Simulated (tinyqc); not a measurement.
# AlGaN/GaN HEMT with access regions, lumped model: effect of the gate voltage

A polarisation-induced electron sheet under a Schottky gate, in series with two ungated access regions and contacts. Drift law v = mu E/(1 + mu E/vs) under the gate. Currents in mA/mm, resistances in ohm mm. No self-heating, no channel-length modulation; fits for polarisation, barrier and offset are chosen for the exercise.

sigma = (5e13 x + 1.6e13 x^2) cm^-2, phiB = 0.84 + 1.3 x, dEc = 0.7 (1.71 x + x^2) in volts, Cb = eps0 eps_r/d, VT = phiB - dEc - q sigma/Cb, access density n0 = -Cb VT/q. Access resistance R(L, n) = L/(q mu n sqrt(1 - (I/(q n vs))^2)); Rs = Rc + R(Ls, n0), Rd = Rc + R(Ld, (1 - ft) n0). Vg' = Vg - I Rs, Vd' = Vd - I (Rs + Rd); with u = Vg' - VT, Vc = vs Lg/mu and w the smaller of Vd' and Vc [sqrt(1 + 2 u/Vc) - 1] (0 if negative), the channel gives (mu Cb/Lg)(u w - w^2/2)/(1 + w/Vc). I equals that channel current. Isat is I at Vd = 10 V, gm = dIsat/dVg, Ron the limit of Vd/I at small Vd.

Parameters, values chosen for the exercise; values close to those of AlGaN/GaN structures:
- x = 0.22 (aluminium share of the barrier)
- d = 15 nm (barrier thickness)
- eps_r = 9.3 (relative permittivity of barrier and channel)
- mu = 1300 cm^2/(V s) (channel mobility)
- vs = 1.3e7 cm/s (saturation velocity)
- Lg = 0.25 um (gate length)
- Ls = 1.5 um (source access length)
- Ld = 16 um (drain access length)
- Rc = 0.25 ohm mm (resistance of each contact)
- ft = 0 (share of the drain-access electrons removed by traps)

Constants: q = 1.602176634e-19 C, eps0 = 8.8541878128e-14 F/cm where lengths are in cm. Results are converted to the units shown.

The same in every row: VT (V) = -2.608; n0 (cm^-2) = 8.935e12.

Effect of the gate voltage:
```
Vg (V),Ron (ohm mm),Isat (mA/mm),gm (mS/mm)
-2.2,10.76,73.52,249.8
-1.7,10.29,212.1,295.7
-1.1,10.14,396.1,314.4
-0.6,10.08,554.7,318.5
-0.1,10.04,713.4,315.5
0.4,10.02,853.6,92.89
1,10.00,874.5,14.60
1.5,9.989,879.5,7.070
```

What does the comparison show, and why?

As Vg goes from -2.2 to 1.5 V, Ron falls from 10.8 to 9.99 ohm mm, Isat rises from 73.5 to 880 mA/mm and gm goes from 250 through a maximum of 318 (at Vg = -0.6 V among the rows listed) to 7.07 mS/mm. The ceiling Cb vs is 714 mS/mm. For Vg = -0.6 to 1.5 V the power passes 5 W/mm, where self-heating, left out here, lowers the current. For Vg = 0.4 to 1.5 V the gated channel is not yet saturated at 10 V, because the access regions take the voltage, and gm drops. For Vg = 1 to 1.5 V Vg comes within 0.2 V of phiB or passes it, so at low drain current, as for Ron, the Schottky gate would conduct.

Program tinyqc, `OMP_NUM_THREADS=1 python tinyqc.py 2570001 2570002 out.jsonl`; Intel Xeon 2.30GHz, shared host, one thread, about 0.02 s.
